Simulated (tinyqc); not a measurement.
# Resistance of a tapered via with liner, size effect and interface: effects of single changes

A round via whose diameter grows from db at the bottom as D(z) = db + 2 z/tan(ang). The fill, of diameter D - 2 tl, starts above the bottom liner (thickness fb tl) and has rho = rho0 (1 + ks lam/(D - 2 tl)); the sidewall liner conducts in parallel with it. The bottom liner and the interface are crossed over the full area pi db^2/4. Spreading in the lines above and below is left out.

Values chosen for this exercise; fill metal close to cobalt: diameter at the bottom db = 9.1 nm; height hv = 14 nm; sidewall angle ang = 89 degrees; bulk resistivity of the fill rho0 = 6.36 uohm cm; mean free path of the fill lam = 11.6 nm; size-effect factor ks = 1.5; liner on the sidewall tl = 1.8 nm; liner at the bottom over that on the sidewall fb = 0.7; resistivity of the liner rl = 150 uohm cm; interface resistivity at the bottom ri = 2.1e-12 ohm cm^2; ballistic conductance per area, about 3/(4 rho0 lam) Sb = 1e15 S/m^2; bulk resistivity of the second fill (close to ruthenium) rho2 = 7.99 uohm cm; its mean free path lam2 = 6.47 nm; its liner tl2 = 0.3 nm.

Each table varies one quantity; the others keep the values above.

## Via resistance against the diameter at the bottom

Slices between z0 = fb tl and hv, evaluated at their midpoints: conductance per length pi/4 [(D - 2 tl)^2/rho + (D^2 - (D - 2 tl)^2)/rl], slice resistance = slice height over that. 2000 slices. R_fill = sum of the slices; R_bottom = rl fb tl/(pi db^2/4); R_interface = ri/(pi db^2/4); ballistic (Sharvin) limit 1/(Sb pi (db - 2 tl)^2/4); ideal cylinder rho0 hv/(pi db^2/4).

Results:
columns A: db (nm); B: R_fill (ohm); C: R_bottom (ohm); D: R_interface (ohm); E: R (ohm); F: ballistic limit (ohm); G: R over ideal cylinder; H: largest part
```
A         B       C        D       E       F      G             H
6     448.3   66.85    7.427   522.5   221.0  16.59          fill
8.3   137.1   34.93    3.881   175.9   57.64  10.69          fill
11    49.50   19.89    2.210   71.60   23.25  7.642          fill
16    14.33   9.400    1.044   24.78   8.281  5.595          fill
22    5.530   4.972   0.5524   11.05   3.761  4.720          fill
42   0.9887   1.364   0.1516   2.505  0.8635  3.897  bottom liner
58   0.4517  0.7153  0.07948   1.247  0.4302  3.699  bottom liner
80   0.2143  0.3760  0.04178  0.6321  0.2181  3.568  bottom liner
```

Estimate the missing row, db = 30 nm.

Computed row:
columns A: db (nm); B: R_fill (ohm); C: R_bottom (ohm); D: R_interface (ohm); E: R (ohm); F: ballistic limit (ohm); G: R over ideal cylinder; H: largest part
```
A       B      C       D      E      F      G             H
30  2.350  2.674  0.2971  5.321  1.827  4.224  bottom liner
```

With this row back in the table: R falls from 523 to 0.632 ohm. The fill is the largest part at db = 6, the bottom liner from 30 on. R goes as db^(-3.36) between the first two rows and db^(-2.11) between the last two; area alone gives -2. For db = 16, 22, 30, 42, 58, 80 the ballistic limit exceeds half of R_fill, so the diffusive model understates R.

## Via resistance against the sidewall angle

Same model as above.

2000 slices.

The same in every row: R_bottom (ohm) = 29.060; R_interface (ohm) = 3.2288; ballistic limit (ohm) = 42.091.

Via resistance against the sidewall angle:
```
ang (degrees)  R_fill (ohm)  R (ohm)  R over ideal cylinder  largest part
90                   108.67   140.95                 10.296          fill
89                   97.624   129.91                 9.4894          fill
88                   88.299   120.59                 8.8083          fill
87                   80.345   112.63                 8.2272          fill
86                   73.495   105.78                 7.7269          fill
84                   62.340   94.628                 6.9121          fill
82                   53.677   85.966                 6.2793          fill
```

R falls from 141 to 86.0 ohm. The fill is the largest part at ang = 90 and in all other rows. The share of the two bottom terms goes from 22.9 to 37.6 %. For ang = 87, 86, 84, 82 the ballistic limit exceeds half of R_fill, so the diffusive model understates R.

## Two fill metals against the diameter

2000 slices. R_fill = sum of the slices; R_bottom = rl fb tl/(pi db^2/4); R_interface = ri/(pi db^2/4). The second fill has rho2, lam2 and tl2 in place of rho0, lam and tl.

Result of one run:
```
db (nm)  R, first fill (ohm)  R, second fill (ohm)  ratio second/first
6                      522.5                 134.7              0.2578
```

What becomes of these results when the diameter at the bottom db is changed from 6 to 70 nm, all else the same?

Result of the changed run:
```
db (nm)  R, first fill (ohm)  R, second fill (ohm)  ratio second/first
70                    0.8367                0.4656              0.5565
```

The whole series:
```
db (nm)  R, first fill (ohm)  R, second fill (ohm)  ratio second/first
6                      522.5                 134.7              0.2578
8.5                    162.5                 54.80              0.3372
12                     55.23                 23.41              0.4240
17                     21.13                 10.28              0.4864
24                     8.964                 4.685              0.5227
35                     3.752                 2.038              0.5432
49                     1.790                0.9883              0.5520
70                    0.8367                0.4656              0.5565
100                   0.3972                0.2218              0.5584
```

The ratio goes from 0.258 to 0.558. The second fill gives the lower R in every row.

tinyqc, about 0.01 s, one thread, Intel Xeon 2.30GHz (shared host): `OMP_NUM_THREADS=1 python tinyqc.py 2750165 2750166 out.jsonl`
